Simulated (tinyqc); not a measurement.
Thermodynamics of metal silicides: hull, first phase, silicon consumed, nucleation and stability against SiO2: one step, computed by the program tinyqc. Command: `OMP_NUM_THREADS=1 python tinyqc.py 3000239 3000240 out.jsonl silphase walk`. One thread of a shared host (Intel(R) Xeon(R) Processor @ 2.30GHz), about 0.01 s of CPU time with the checks.

Entropies of formation of the solids are neglected, so heats stand for free energies. Si fractions: M5Si3 0.3750, MSi 0.5000, MSi2 0.6667.

Question. First phase. Effective heat of formation: at the interface the mixture has the Si fraction x_e; the limiting element scales the heat, H_eff = H x_e/x if x_e < x, H (1 - x_e)/(1 - x) otherwise. The rule names the most negative as the first phase; its restriction to congruently melting phases is left out here.

Inputs (values chosen for the exercise, of the order of those of tungsten silicides for heats and volumes only): heat of formation of M5Si3 = -17.4 kJ/mol atoms; heat of formation of MSi = -15.2 kJ/mol atoms; heat of formation of MSi2 = -26.3 kJ/mol atoms; Si fraction x_e at the lowest liquidus = 0.33.

Phases: M5Si3, MSi, MSi2.

Give: H_eff; most negative H_eff.

Answer.

H_eff (kJ/mol atoms): M5Si3 -15.3120, MSi -10.0320, MSi2 -13.0185

most negative H_eff = -15.312 kJ/mol atoms

The rule picks M5Si3, ahead of MSi2 by 2.3 kJ/mol; it is not the phase with the most negative heat itself. The rule is empirical and ignores nucleation barriers.
